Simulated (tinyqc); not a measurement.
Inside a calculation. Model: binary melting diagram from solution models of liquid and solid. Computed by tinyqc, a small Python program that keeps every step. Command: `OMP_NUM_THREADS=1 python tinyqc.py 3001841 3001842 out.jsonl melt walk`. One thread of a shared host (Intel(R) Xeon(R) Processor @ 2.30GHz), about 0.01 s of CPU time with the checks. Intermediate numbers are printed to about 6 digits and carried at full precision; extremes and crossings named in words are read from the listed rows.

x is the fraction of B. In a phase with interaction L: mu_A = G_A + R T ln(1 - x) + L x^2, mu_B = G_B + R T ln x + L (1 - x)^2. Melting: G(liquid) - G(solid) = H (1 - T/T_m) for each pure component.

Inputs (values chosen for the exercise, for a model alloy): melting point T_A = 1840 K; melting point T_B = 720 K; heat of melting H_A = 19 kJ/mol; heat of melting H_B = 20.2 kJ/mol; liquid interaction L_L = -5.4 kJ/mol; overall fraction x0 = 0.75.

Diagram: eutectic with pure solids.

Constants: R = 8.314462618 J/(mol K).

## The two liquidus branches

Liquid against pure solid A: T = (H_A + L_L x^2)/(H_A/T_A - R ln(1 - x)); against pure solid B: T = (H_B + L_L (1 - x)^2)/(H_B/T_B - R ln x). The higher branch is the stable one; a dash marks a branch without a positive root.

Liquidus temperatures (K):
```
x     branch A  branch B  first solid
0.05   1765.77   289.379            A
0.15   1616.68   371.865            A
0.30   1392.90   461.147            A
0.45   1170.61   535.139            A
0.60    950.48   598.586            A
0.75    730.47   652.353            A
0.90    496.29   696.333            B
0.97    352.55   713.387            B
```

## Eutectic point by bisection

Halve the interval 0.001 to 0.999 for the crossing, 44 times.

Bisection, first 12 steps:
```
step         x  branch A (K)  branch B (K)
1     0.500000       1097.01       557.384
2     0.749500        731.21       652.190
3     0.874250        539.54       689.496
4     0.811875        637.60       671.702
5     0.780687        684.74       662.158
6     0.796281        661.28       666.983
7     0.788484        673.03       664.584
8     0.792383        667.16       665.787
9     0.794332        664.22       666.386
10    0.793357        665.69       666.087
11    0.792870        666.43       665.937
12    0.793114        666.06       666.012
```

eutectic composition x_E = 0.793139

eutectic temperature T_E = 666.020 K

T_E lies 54 K below the lower melting point, and x_E lies on the side of B, the lower-melting component.

## Freezing of the alloy x0

Primary solid forms at the higher branch; just above T_E its mole fraction is (x_E - x0)/x_E for A or (x0 - x_E)/(1 - x_E) for B, and the rest freezes as eutectic, with B making up x_E of it.

liquidus temperature = 730.470 K

fraction of primary solid = 0.0543906

freezing range = 64.4499 K

The primary solid is A.

## Effect of the liquid interaction

The crossing is found anew for each L_L.

Eutectic point:
```
L_L (kJ/mol)       x_E  T_E (K)
-23.0         0.628765  533.639
-15.0         0.685190  599.810
-7.6          0.763651  652.709
-3.8          0.816118  674.786
0.0           0.872563  692.042
2.0           0.900380  698.970
4.0           0.924667  704.458
```

T_E rises from 534 to 704 K, 6.3 K per kJ/mol on average: attraction in the liquid stabilises it and deepens the eutectic. As attraction grows x_E moves from 0.925 to 0.629, towards 1/2, where mixing gains most.

Checks made by the program: equal chemical potentials at the eutectic (relative difference below 1e-10).
